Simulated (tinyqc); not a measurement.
Minority carriers and saturation current of a heavily doped emitter: one step of the calculation.

n-type, parabolic bands, full ionisation. eta = (EF - Ec)/kB T solves N = Nc F12(eta), F12(x) = (2/sqrt(pi)) int_0^infinity sqrt(u)/(1 + exp(u - x)) du. The gap shrinks rigidly by dEg = a3 y^(1/3) + a4 y^(1/4) + a2 y^(1/2), y = N/1e18 cm^-3, an empirical law that is here taken as the true narrowing.

Problem. Fermi level. Newton step on ln F12(eta) = ln(N/Nc): eta(new) = eta - ln(Nc F12/N) F12/Fm, Fm(x) = dF12/dx = (1/sqrt(pi)) int_0^infinity u^(-1/2)/(1 + exp(u - x)) du.

Inputs (values chosen for the exercise): conduction-band density of states at 300 K Nc = 3.41e19 cm^-3; ionised donor density N = 5.5e18 cm^-3.

eta at the start (Boltzmann value) = -1.8245

Give: F12; Fm; eta after iteration 1.

Solution.

F12 = 0.15283
Fm = 0.14503
eta after iteration 1 = -1.7677

Range of the model: Band tails, non-parabolic bands and incomplete ionisation are left out.

tinyqc, about 0.01 s, one thread, Intel Xeon 2.30GHz (shared host): `OMP_NUM_THREADS=1 python tinyqc.py 2330166 2330167 out.jsonl`
